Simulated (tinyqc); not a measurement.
Plasmons of a degenerate electron gas in the random-phase approximation: sweeps and comparisons. A value that a table varies takes the place of the one given here.

Zero temperature, parabolic band: kF = (3 pi^2 n)^(1/3), EF = c kF^2/m, Ep^2 = 8 pi c e2 n/(m eb), qTF^2 = 6 pi e2 n/(eb EF), c = hbar^2/2m0, e2 = e^2/(4 pi eps0), n in 1/angstrom^3 (1e-24 per 1/cm^3).

Lindhard function: eps(q, E)/eb = 1 + (qTF/q)^2 (f1 + i f2) with z = q/(2 kF), u = E/(hbar vF q), hbar vF = 2 c kF/m; f1 = 1/2 + [h(z - u) + h(z + u)]/(8 z), h(x) = (1 - x^2) ln|(x + 1)/(x - 1)|; f2 = pi u/2 for z + u < 1, (pi/(8 z))(1 - (z - u)^2) for |z - u| < 1 < z + u, else 0. Pairs exist for c (q^2 - 2 q kF)/m < E < c (q^2 + 2 q kF)/m.

Constants: hbar^2/2m0 = 3.80998211 eV angstrom^2; e^2/(4 pi eps0) = 14.39964547 eV angstrom; a0 (Bohr radius) = 0.5291772105 angstrom.

Parameters, chosen for this exercise (a free-electron density near that of Al; the results hold for these values, not for the real material): n = 1.76e+23 1/cm^3 (electron density); m = 1 m0 (mass); eb = 1 (background dielectric constant); ed = 3.9 (dielectric constant of the surroundings); d = 50 angstrom (film thickness); qp = 0.387 1/angstrom (wave vector of the plasmon).

## Dispersion and weight of the plasmon

Short formula: E^2 = Ep^2 + (3/5)(hbar vF q)^2 + (c q^2/m)^2; qc is where the plasmon meets the top of the continuum. The weight is the share of the f-sum that the plasmon carries, 2E/(Ep^2 d(eps/eb)/dE); a dash marks no undamped root.

Energies (eV):

| q (1/angstrom) | q/kF | top of continuum | plasmon | short formula | weight |
|---|---|---|---|---|---|
| 0.129 | 0.074 | 1.768 | 15.63 | 15.63 | 1.000 |
| 0.321 | 0.185 | 4.633 | 15.93 | 15.93 | 1.000 |
| 0.514 | 0.296 | 7.797 | 16.50 | 16.47 | 0.997 |
| 0.707 | 0.408 | 11.24 | 17.38 | 17.28 | 0.986 |
| 0.900 | 0.519 | 14.98 | 18.65 | 18.36 | 0.951 |
| 1.03 | 0.594 | 17.65 | 19.81 | 19.24 | 0.893 |
| 1.16 | 0.669 | 20.45 | 21.31 | 20.25 | 0.763 |
| 1.25 | 0.721 | 22.47 | 22.64 | 21.02 | 0.548 |
| 1.41 | 0.813 | 26.20 | - | 22.54 | - |
| 1.67 | 0.963 | 32.69 | - | 25.45 | - |

qc = 1.286 1/angstrom

How do the results move?

Ep = 15.58 eV. The plasmon rises from 15.63 to 22.64 eV just before qc, 45 % above Ep. The short formula errs by -0.54 % at q/kF = 0.41 and -7.16 % next to qc. The weight falls from 1.000 to 0.548 as pairs take over the sum.

## Density dependence

n is multiplied by the factor listed.

Results:

| factor | rs | EF (eV) | Ep (eV) | Ep/EF | qc/kF | alpha = 3 EF/(5 Ep) |
|---|---|---|---|---|---|---|
| 0.10 | 4.507 | 2.467 | 4.926 | 1.997 | 0.988 | 0.301 |
| 0.20 | 3.577 | 3.917 | 6.967 | 1.779 | 0.907 | 0.337 |
| 0.50 | 2.636 | 7.214 | 11.02 | 1.527 | 0.809 | 0.393 |
| 1.0 | 2.092 | 11.45 | 15.58 | 1.360 | 0.742 | 0.441 |
| 2.0 | 1.660 | 18.18 | 22.03 | 1.212 | 0.679 | 0.495 |
| 5.0 | 1.223 | 33.49 | 34.83 | 1.040 | 0.605 | 0.577 |
| 10 | 0.971 | 53.16 | 49.26 | 0.927 | 0.554 | 0.647 |

What does this show, and why?

Over two decades Ep grows by 10.0 (n^(1/2)) and EF by 21.5 (n^(2/3)), so Ep/EF falls from 1.997 to 0.927 as sqrt(rs), and qc/kF from 0.988 to 0.554: in a dense gas the plasmon enters the continuum earlier on the scale of kF. alpha is the coefficient in E = Ep + alpha hbar^2 q^2/(m m0). The random-phase values are only rough in the rows with rs above about 2 (up to 4.5 here).

## Thin film modes against wave vector (bulk, surface, particle and sheet plasmons)

Drude medium eps = eb (1 - Ep^2/E^2), no retardation. A film of thickness d has modes eps = -ed coth(q d/2) (lower) and eps = -ed tanh(q d/2) (upper); a sheet with ns = n d has E^2 = 4 pi c e2 ns q/(m ed). One surface: eps = -ed; small sphere: eps = -2 ed.

Modes (eV):

| q d | q (1/angstrom) | lower | upper | sheet |
|---|---|---|---|---|
| 0.020 | 0.000400 | 0.7878 | 15.28 | 0.7888 |
| 0.050 | 0.00100 | 1.243 | 14.87 | 1.247 |
| 0.10 | 0.00200 | 1.752 | 14.25 | 1.764 |
| 0.20 | 0.00400 | 2.459 | 13.22 | 2.494 |
| 0.50 | 0.0100 | 3.787 | 11.14 | 3.944 |
| 1.0 | 0.0200 | 5.070 | 9.306 | 5.578 |
| 2.0 | 0.0400 | 6.297 | 7.818 | 7.888 |
| 4.0 | 0.0800 | 6.935 | 7.140 | 11.16 |
| 8.0 | 0.160 | 7.036 | 7.039 | 15.78 |

bulk, surface, sphere (eV): 15.58  7.037  5.251

How do the results move?

At small q d the lower mode tends to the sheet law sqrt(q) (within 5 % up to q d = 0.5 of the values listed) and the upper one starts near the bulk value. At q d = 8 the two are 0.0038 eV apart around the surface value 7.037 eV. Retardation, left out here, matters where q is below about three times sqrt(ed) E/(hbar c), hbar c = 1973.27 eV angstrom: that holds for 5 of the rows (from the top) for the lower mode and 6 for the upper one.

## What moves the plasmon

The plasmon is taken at qp. Each row changes one parameter from the base and keeps the others.

Results:

| case | Ep (eV) | plasmon at qp (eV) | qc (1/angstrom) |
|---|---|---|---|
| base | 15.58 | 16.09 | 1.286 |
| n = 2.11e+23 1/cm^3 | 17.06 | 17.58 | 1.335 |
| m = 1.15 m0 | 14.53 | 14.94 | 1.355 |
| eb = 1.1 | 14.85 | 15.39 | 1.240 |
| qp = 0.271 1/angstrom | 15.58 | 15.83 | 1.286 |

What can be read from the table?

The largest shifts from the base row, up to three for each result and ties (the steps differ in size, so this ranks the rows, not the parameters). Ep (eV): n +1.48, m -1.05, eb -0.725; unchanged at the printed digits by qp. plasmon at qp (eV): n +1.49, m -1.15, eb -0.700. qc (1/angstrom): m +0.0695, n +0.0493, eb -0.0455; unchanged at the printed digits by qp.

Computed by tinyqc, a small Python program: `OMP_NUM_THREADS=1 python tinyqc.py 1650120 1650121 out.jsonl` (the numbers bound the seed that draws the inputs); one thread of a shared host (Intel(R) Xeon(R) Processor @ 2.30GHz), about 0.01 s for the whole set of steps.
